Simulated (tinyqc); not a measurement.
Stacked nanosheet transistor, parasitic resistance, capacitance and delay: two steps of the calculation.

Ns sheets share one contact on top; each has perimeter p = 2 (Ws + ts) and cross-section A = Ws ts; contact width Wc = Ws + 10 nm, stack height Hs = Ns pv. Sheet 1 is the top one. Contact length Lc = CPP - Lg - 2 Lsp, shared by two neighbouring gates. Source and drain sides are equal. The formulas are first-order estimates, not field solutions.

Inputs (values chosen for the exercise); values close to those of silicon logic devices: temperature T = 300 K; number of sheets Ns = 3; sheet width Ws = 20 nm; sheet thickness ts = 4 nm; vertical pitch of the sheets pv = 14 nm; vertical resistance between sheet levels rv = 30 ohm; gate length Lg = 18 nm; spacer length Lsp = 7 nm; relative permittivity of the spacer ks = 7; gate height above the channel stack Hc = 20 nm; gate overlap Lov = 1.5 nm; inversion capacitance Cinv = 2.9 uF/cm^2; injection velocity vx = 1.1e7 cm/s; apparent mobility mu = 190 cm^2/(V s); threshold at zero drain voltage VT = 0.28 V; barrier lowering dl = 0.065 V/V; subthreshold factor n = 1.12; wire load Cw = 0.13 fF; supply voltage Vdd = 0.65 V.

Constants: q = 1.602176634e-19 C, kB = 1.380649e-23 J/K, eps0 = 8.8541878128e-12 F/m, Vt = kB T/q. Results are converted to the units shown.

Task 1. Capacitances. With N sheets: gate Cg = Cinv p N Lg; per side, plate Cp = ks eps0 [Wc (Hs + Hc) - N A]/Lsp, top fringe Cf = (2/pi) ks eps0 Wc ln(1 + Lg/(2 Lsp)), overlap Co = Cinv p N Lov. Cs = Cp + Cf + Co. An inverter of two such devices driving an equal one has the load CL = 2 (Cg + 2 Cs) + 4 Cs + Cw (its own drains counted twice for the Miller effect).

Find: Cg; Cp; Cf; Co; CL.

Result 1.

Cg = 75.17 aF
Cp = 14.34 aF
Cf = 0.9786 aF
Co = 6.264 aF
CL = 453.0 aF

The channel capacitance gives 33.2 % of CL, the parasitic parts 38.1 % and the wire 28.7 %.

Task 2. Sheet currents at Vgs = Vdd, Vds = Vdd/2. One sheet: I = p Q vx u/(1 + |u|^1.8)^(1/1.8), Q = Cinv n Vt ln(1 + exp((Vg' - VT + dl Vd')/(n Vt))), u = Vd' mu/(vx Lg), Vg' = Vgs - v, Vd' = Vds - 2 v, with the drop on each side v_j = Rc sum I + rv (sum over levels k = 2..j of the current of sheets k..Ns) + Rx I_j. I(new) = I + 0.5 (I(out) - I).

I after iteration 1 (uA): sheet 1 27.991525, sheet 2 27.991525, sheet 3 27.991525
Rc = 684.19642 ohm
Rx = 411.25000 ohm

Give: drop v; I(out); I after iteration 2.

Result 2.

drop v (mV): sheet 1 68.97, sheet 2 70.65, sheet 3 71.49
I(out) (uA): sheet 1 40.61, sheet 2 40.17, sheet 3 39.95
I after iteration 2 (uA): sheet 1 34.30, sheet 2 34.08, sheet 3 33.97

Program tinyqc, `OMP_NUM_THREADS=1 python tinyqc.py 2170130 2170131 out.jsonl`; Intel Xeon 2.30GHz, shared host, one thread, about 0.08 s.
